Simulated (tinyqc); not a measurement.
Inside a calculation. Method: Hubbard chain of 5 sites. Computed by tinyqc, a small Python program that keeps every step. Settings: hopping = 1.27, U = 11.1, mixing = 1, iteration cap = 77. Command: `OMP_NUM_THREADS=1 python tinyqc.py 30492 30493 out.jsonl` (the two numbers bound the seeds that draw the settings). One thread of a shared host (Intel(R) Xeon(R) Processor @ 2.60GHz), about 0.2 s of CPU time with the checks.

one-body matrix (hopping and site energies) (eV), order 1, 2, 3, 4, 5:
$$\begin{pmatrix}
-0.910000 & -1.270000 & 0.000000 & 0.000000 & 0.000000 \\
-1.270000 & -0.010000 & -1.270000 & 0.000000 & 0.000000 \\
0.000000 & -1.270000 & -0.530000 & -1.270000 & 0.000000 \\
0.000000 & 0.000000 & -1.270000 & 0.320000 & -1.270000 \\
0.000000 & 0.000000 & 0.000000 & -1.270000 & -0.020000
\end{pmatrix}$$

U = 11.100000 eV

electrons, up and down: [3, 2]

n(up) at the start (a guess, not normalised): 1 0.600000, 2 0.600000, 3 0.600000, 4 0.600000, 5 0.600000

n(down) at the start (a guess): 1 0.400000, 2 0.400000, 3 0.400000, 4 0.400000, 5 0.400000

Each step fills the lowest levels of T + U n(other spin) and sets n(new) = n + mixing (n(out) - n); stop when output and input agree to 1e-8.

Course of the cycle:
```
iteration      E (eV)  largest |n(out) - n(in)|  mean |n_up - n_down|
1          5.44527802                  2.05e-01              0.200000
2          7.27529119                  5.31e-01              0.378802
3          8.85232256                  8.80e-01              0.430982
4          9.37950799                  9.63e-01              0.535005
5          7.42520958                  9.72e-01              0.573290
6          8.96587226                  9.72e-01              0.578436
7          7.42301943                  9.73e-01              0.578631
8          8.96689430                  9.73e-01              0.578809
9          7.42309242                  9.73e-01              0.578665
10         8.96690126                  9.73e-01              0.578811
11         7.42309288                  9.73e-01              0.578665
...               ...                       ...                   ...
67         7.42309289                  9.73e-01              0.578665
68         8.96690131                  9.73e-01              0.578811
69         7.42309289                  9.73e-01              0.578665
70         8.96690131                  9.73e-01              0.578811
71         7.42309289                  9.73e-01              0.578665
72         8.96690131                  9.73e-01              0.578811
73         7.42309289                  9.73e-01              0.578665
74         8.96690131                  9.73e-01              0.578811
75         7.42309289                  9.73e-01              0.578665
76         8.96690131                  9.73e-01              0.578811
77         7.42309289                  9.73e-01              0.578665
```

Can the last value be used, and what does the course show?

Not by the stop rule. Not converged within 77 iterations: the residual has stopped falling: the iteration swings between two states. The lowest mean-field energy found from random starts is -2.30494 eV. Reruns (cap 100 unless said): mixing 0.2: converged in 95 (E = -2.30494); mixing 0.5: converged in 33 (E = -2.30494); mixing 0.9: not converged; the original settings with a cap of 400: not converged.
